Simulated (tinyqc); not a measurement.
Starting guesses with DIIS over 6 matrices: SCF starting guesses in the sto-6g basis, for H6, spin multiplicity 1. Computed by the program tinyqc with PySCF. 

Geometry (angstrom):
```
atom,x,y,z
H,0.0000,0.0000,0.0000
H,0.0000,0.0000,1.0330
H,0.0000,0.0000,2.5650
H,0.0000,0.0000,3.5990
H,0.0000,0.0000,5.1310
H,0.0000,0.0000,6.1640
```

lowest restricted solution found by these runs and by PySCF = -3.180332 hartree

RHF with one setting changed at a time; a run stops when the energy changes by less than 1e-09 hartree and the error matrix is below 1e-5. Starts: the lowest orbitals of the core Hamiltonian, of the Wolfsberg-Helmholz matrix (K = 1.75), projected atomic densities, random orbitals, and the highest orbitals of the core Hamiltonian (a deliberately bad start).

Largest element of the error matrix X^T (FDS - SDF) X:
```
iteration,core,Wolfsberg-Helmholz,atomic densities,random,highest core orbitals
1,3.9e-01,1.3e-01,1.3e-02,2.7e-01,8.1e-02
2,2.5e-02,1.5e-02,3.6e-02,2.7e-01,3.3e-01
3,7.1e-03,3.9e-03,4.9e-02,9.5e-02,1.5e-01
4,9.3e-05,3.1e-05,7.5e-03,7.0e-03,3.2e-01
5,5.5e-06,1.6e-06,3.0e-03,8.1e-04,3.1e-01
6,1.0e-06,4.9e-07,1.1e-04,1.1e-04,3.0e-01
8,-,-,3.3e-09,1.3e-06,7.2e-02
10,-,-,-,-,2.4e-03
```

How each run ends:
```
run,iterations,E (hartree),state
core,6,-3.18033,lowest found
Wolfsberg-Helmholz,6,-3.18033,lowest found
atomic densities,8,-3.18033,lowest found
random,9,-3.18033,lowest found
highest core orbitals,13,-3.18033,lowest found
```

5 of 5 runs reach the lowest restricted solution found, in 6 to 13 iterations (fastest: core, Wolfsberg-Helmholz). The first errors are 4e-01, 1e-01, 1e-02, 3e-01, 8e-02.
